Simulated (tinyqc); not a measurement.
Brouwer diagram: defect equilibria of an oxide against oxygen pressure (mass action). Computed by tinyqc, a small Python program. Command: `OMP_NUM_THREADS=1 python tinyqc.py 3011343 3011344 out.jsonl brouwer walk`. One thread of a shared host (Intel(R) Xeon(R) Processor @ 2.30GHz), about 0.01 s of CPU time with the checks.

Defects: oxygen vacancies V (charge +2), electrons n, holes p, the ionic partner X = V_M'' (charge -2), and the dopant. Activities are taken equal to concentrations.

Inputs (values chosen for the exercise, for a model oxide):
```
quantity                  value             unit
reduction enthalpy H_r     4.95               eV
prefactor K_r0          1.6e+69  cm^-9 atm^(1/2)
gap E_g                    2.64               eV
prefactor N_c N_v         5e+40            cm^-6
disorder enthalpy H_s      3.74               eV
prefactor K_s0          6.3e+44            cm^-6
dopant density N_d      6.7e+19            cm^-3
temperature T               800                K
```

Ionic disorder: Schottky, oxide MO. Dopant (singly charged, fully ionised): donor.

Constants: k_B = 8.617333262e-05 eV/K.

Method:
- K_r = K_r0 exp(-H_r/k_B T) = [V] n^2 P^(1/2); K_i = N_c N_v exp(-E_g/k_B T) = n p; K_s = K_s0 exp(-H_s/k_B T) = [X] [V].
- Neutrality: 2 [V] + p + N_d = n + 2 [X]. With n as the unknown, [V] = K_r/(n^2 P^(1/2)), p = K_i/n, [X] = K_s/[V]; the log ratio is ln(positive/negative).
- The root is found by 60 bisections in ln n between n = 1e-10 and 1e25 cm^-3.
- The slope is d log n / d log P from this row and the one above; the last column names the largest term on each side. Pressures that give more than 3e21 cm^-3 are left out.

K_r = 1.04832e+38 cm^-9 atm^(1/2)

K_i = 1.16870e+24 cm^-6

K_s = 1.73132e+21 cm^-6

Log10 of the densities in cm^-3:
```
log10 P (atm)       n     [V]       p     [X]  slope of n      balance
-32            19.826  14.368  4.2416   6.870           -      N_d = n
-28            19.826  12.368  4.2416   8.870     0.00000      N_d = n
-24            19.826  10.368  4.2416  10.870     0.00000      N_d = n
-20            19.826   8.368  4.2416  12.870     0.00000      N_d = n
-16            19.826   6.368  4.2416  14.870     0.00000      N_d = n
-12            19.825   4.370  4.2426  16.868    -0.00024      N_d = n
-8             19.752   2.517  4.3159  18.721    -0.01833      N_d = n
-4             19.108   1.805  4.9602  19.433    -0.16107  N_d = 2 [X]
0              18.149   1.723  5.9187  19.516    -0.23964  N_d = 2 [X]
```

Regimes: N_d = n from log P = -32 to -8, where that balance predicts a slope of 0 and the table comes as close as 0.000; N_d = 2 [X] from log P = -4 to 0, where that balance predicts a slope of -1/4 and the table comes as close as -0.240.

Extremes, crossings and ranges named in words are read from the listed rows.
